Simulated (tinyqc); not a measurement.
Polycrystal bounds against single-crystal directions: anisotropic elasticity and sound waves of a cubic crystal. Computed by tinyqc, a small Python program. Command: `OMP_NUM_THREADS=1 python tinyqc.py 3023344 3023345 out.jsonl cubicelastic walk`. One thread of a shared host (Intel(R) Xeon(R) Processor @ 2.30GHz), about 0.01 s of CPU time with the checks.

Voigt order 1..6 = xx, yy, zz, yz, xz, xy, with engineering shear strains. The rotated frame has x' as named, z' along the wafer normal and y' = z' x x'.

Inputs (values chosen for the exercise, modelled on diamond): C11 = 1082 GPa; C12 = 126.7 GPa; C44 = 583.5 GPa.

Frame: (112) wafer, x' along [1-10].

Method. S11 = (C11 + C12)/D, S12 = -C12/D, D = (C11 - C12)(C11 + 2 C12), S44 = 1/C44. Zener ratio A = 2 C44/(C11 - C12); S0 = S11 - S12 - S44/2; H = 2 C44 + C12 - C11. B = (C11 + 2 C12)/3; Voigt G = (C11 - C12 + 3 C44)/5; Reuss G = 5/(4 (S11 - S12) + 3 S44); Hill is their mean; E = 9BG/(3B + G), nu = (3B - 2G)/(6B + 2G). Along <hkl>, with g = 0, 1/4, 1/3: 1/E = S11 - 2 S0 g; for a film with that normal C33 = C11 + 2 H g and M = [6B - (3B - C33) - (3B - C33)^2/C33]/2.

S11 = 0.947474 1/TPa

S12 = -0.0993174 1/TPa

S44 = 1.71380 1/TPa

S0 = 0.189894 1/TPa

H = 211.7 GPa

Zener ratio A = 1.22161

bulk modulus B = 445.13 GPa

Averages:
```
average  G (GPa)  E (GPa)        nu
Voigt     541.16   1155.3  0.067432
Reuss     535.99   1147.4  0.070382
Hill      538.57   1151.4  0.068905
```

Directions:
```
direction  E (GPa)  biaxial modulus M (GPa)
<100>       1055.4                   1179.0
<110>       1173.0                   1252.5
<111>       1218.2                   1274.1
```

What follows from these numbers?

The bounds on G differ by 0.96 %, while E varies by a factor 1.15 with direction; with A above 1 the stiffest axis is <111>. Under a fixed mismatch strain, grains with a <100> normal store the least energy.

Extremes, crossings and ranges named in words are read from the listed rows.
